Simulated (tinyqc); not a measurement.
Inside a calculation: valley splitting of a silicon quantum well in envelope theory. Values are carried at full precision from step to step, so a last printed digit may differ when a step is redone from the rounded ones.

Constants: hbar^2/2m0 = 3.80998211 eV angstrom^2; kB = 8.617333262e-05 eV/K.

Values chosen for the exercise (near those of a strained Si well in SiGe; shifted at random, so the results belong to these values and not to a real crystal):
- k0 = 0.833 2 pi/a (valley position)
- a = 5.431 angstrom (lattice constant)
- ml = 0.902 m0 (mass along z)
- F = 14.5 mV/nm (field pressing towards the upper interface)
- w = 0.7 angstrom (interface width parameter)
- L = 56 angstrom (well width)
- V0 = 0.14 eV (conduction offset)
- C0 = 0.275 (Bloch overlap factor)
- Yb = 0.21 (Ge share of the barrier)
- Yw = 0 (Ge share of the well)
- ad = 190 angstrom (dot radius)

## Wave number and lengths

q = 2 k0 (2 pi/a), its wavelength, the field length (c/(ml e F))^(1/3) with c = hbar^2/2m0 and 1 mV/nm = 1e-4 eV/angstrom, and the damping factor y/sinh(y), y = pi q w, of a step smoothed as 1/(1 + exp(z/w)).

q = 1.9274 1/angstrom
wavelength = 3.260 angstrom
field length = 14.3 angstrom
damping factor = 0.122

## The envelope

The well lies at 0 < z < L; U(z) = V0 [1/(1 + exp(z/w)) + 1/(1 + exp((L - z)/w))] - e F z, 1 mV/nm = 1e-4 eV/angstrom. The envelope psi solves -(c/ml) psi'' + U psi = E psi, c = hbar^2/2m0, by three-point differences on a grid of 0.1 angstrom from -40 to L + 40 angstrom. The two valleys at +/- k0 couple through D = C0 times the integral of exp(-i q z) U(z) psi^2, q = 2 k0 (2 pi/a), and split by Ev = 2|D|.

Two lowest levels, mean position, and psi^2 at both interfaces.

levels (meV): [-40.94, -2.86]

<z> = 39.9 angstrom
psi^2 at z = 0 and L (1/angstrom): [7.54e-05, 0.0101]

The field makes psi^2 at the upper interface 134 times that at the lower one. The orbital spacing is 38.1 meV.

## Contributions to the coupling

Split D into the lower barrier, the upper barrier and the field term.

Parts of D (micro-eV):
```
part              real  imaginary    size
lower barrier    0.153      0.122   0.196
upper barrier  -12.125    -22.994  25.995
field term      -0.106     -0.264   0.285
```

## Valley splitting and phase

The inter-valley coupling D is the sum of the complex parts; Ev = 2|D|, the valley phase is arg D, and kB T equals Ev at T = Ev/kB.

Ev = 52.2 micro-eV
phase = -2.05 rad
T = 0.61 K

The upper barrier gives the largest part.

## Alloy disorder

Random alloy: with Y(z) = Yw + (Yb - Yw) B(z), B the bracket in U, and in-plane density exp(-r^2/ad^2)/(pi ad^2), D gains a random complex part of variance sigma^2 = (C0^2/pi)(a^2 V0/(8 ad (Yb - Yw)))^2 (4/a) times the integral of psi^4 Y (1 - Y). Alone it gives a mean splitting sqrt(pi) sigma; together with the smooth part the rms splitting is 2 sqrt(|D|^2 + sigma^2).

Give the integral, sigma, the mean splitting from disorder alone and the rms total.

integral = 4.08e-05 1/angstrom
sigma = 11.0 micro-eV
sqrt(pi) sigma = 19.5 micro-eV
rms splitting = 56.6 micro-eV

|D|/sigma = 2.37: the smooth part dominates, and the splitting scatters from dot to dot by about sqrt2 sigma, 30 % of Ev; this needs interfaces sharper than most grown wells have.

## Checks

- Lowest level for sharp walls and no field against the square well, meV: both 9.3.
- Size of one barrier part in that case against C0 V0 psi(0)^2/sqrt(q^2 + 4 kappa^2), micro-eV: 38 against 39.

Program tinyqc; command `OMP_NUM_THREADS=1 python tinyqc.py 1281107 1281108 out.jsonl`; about 0.1 s on one thread of a shared Intel(R) Xeon(R) Processor @ 2.30GHz.
